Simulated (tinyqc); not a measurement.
Worked calculation: lattice vibrations of a chain. One step of it, computed by the program tinyqc.

Problem. Dynamical matrix at q = 0.32. q is in units of 2 pi/a. A spring k from atom i to atom j, n cells on, adds k to Phi_ii and Phi_jj, -k exp(2 pi i q n) to Phi_ij and the conjugate to Phi_ji (for one atom a cell: 2k (1 - cos 2 pi q n)); D_ij = Phi_ij / sqrt(m_i m_j).

A chain moving along its axis:
```
atom    mass (u)  spring to the next atom (eV/angstrom^2)
1     102.700000                                14.800000
2      99.100000                                25.600000
3      47.200000                                23.200000
```

Give: D(q).

Solution.

D(q) (eV/(angstrom^2 u)):
$$\begin{pmatrix}
0.3700 & -0.1467 & 0.1419+0.3015i \\
-0.1467 & 0.4077 & -0.3743 \\
0.1419-0.3015i & -0.3743 & 1.0339
\end{pmatrix}$$
